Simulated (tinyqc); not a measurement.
Floating body of a partially depleted SOI transistor: body voltage and kink: two steps of the calculation.

Source at 0 V. Channel current Ic = 2 nf K Vt^2 [F(0) - F(Vd)](1 + la Vd), F(V) = ln^2(1 + exp((Vg - VT - nf V)/(2 nf Vt))), VT = VT0 - gb Vb. Saturation voltage Vs = 2 Vt sqrt(F(0)) + 3 Vt, excess Ve = (Vd - Vs + sqrt((Vd - Vs)^2 + 0.0004 V^2))/2, multiplication M1 = Ai Ve exp(-Bl/Ve). Each junction passes D(v) = J1 (exp(v/Vt) - 1) + J2 (exp(v/(2 Vt)) - 1). Bipolar current Ib = bb J1 (exp(Vb/Vt) - 1). The body settles where M1 (Ic + Ib) = D(Vb) + D(Vb - Vd) + Vb/Rb; drain current Id = (1 + M1)(Ic + Ib) - D(Vb - Vd).

Inputs (values chosen for the exercise); values of the order met in partially depleted silicon-on-insulator transistors:
```
symbol,value,unit,meaning
T,300,K,temperature
VT0,0.41,V,threshold at zero body voltage
gb,0.24,,fall of the threshold per volt of body voltage
nf,1.28,,slope factor
K,300,uA/(V^2 um),gain factor per width
la,0.07,1/V,channel-length modulation factor
Ai,3.84,1/V,impact-ionisation prefactor
Bl,4.3,V,impact-ionisation voltage
J1,2.9e-12,uA/um,diffusion saturation current of each junction
J2,1.4e-8,uA/um,recombination saturation current of each junction
bb,1,,gain of the lateral bipolar transistor on the diffusion current
Rb,1e5,kohm um,"resistance of a weak body tie to the source (1e9 stands for no tie, and the term is then dropped)"
Vg,0.79,V,gate voltage
Vd,2,V,drain voltage
```

Constants: q = 1.602176634e-19 C, kB = 1.380649e-23 J/K, Vt = kB T/q. Results are converted to the units shown.

Problem 1. New Vb. Current into the body I_in = M1 (Ic + Ib) - D(Vb - Vd), current out I_out = D(Vb) + Vb/Rb; f = ln(I_in/I_out), s = df/dVb by central differences over 1e-5 V, Vb(new) = Vb - f/s.

Vb after iteration 1 = 0.75603558 V

Wanted: Ic; Ve; M1; I_in; I_out; f; s; Vb after iteration 2.

Solution 1.

Ic = 42.11 uA/um
Ve = 1.484 V
M1 = 0.3142
I_in = 17.81 uA/um
I_out = 14.60 uA/um
f = 0.1985
s = -28.54 1/V
Vb after iteration 2 = 0.7630 V

Problem 2. Drain current with floating and with grounded body. Id and VT at the converged Vb, Id at Vb = 0, their ratio, and the bipolar share Ib/(Ic + Ib).

converged Vb = 0.76325041 V

Find: VT; Id, floating; Id, grounded; ratio; bipolar share.

Solution 2.

VT = 0.2268 V
Id, floating = 80.92 uA/um
Id, grounded = 27.87 uA/um
ratio = 2.904
bipolar share = 31.24 %

The body rises to 0.763 V and lowers the threshold by 183 mV.

Range of the model: The multiplication law is an empirical form chosen for the exercise; self-heating and capacitive coupling to the body are left out, and the linear laws are rough once Vb passes about 0.7 V or M1 about 0.1.

tinyqc, about 0.2 s, one thread, Intel Xeon 2.30GHz (shared host): `OMP_NUM_THREADS=1 python tinyqc.py 2182106 2182107 out.jsonl`
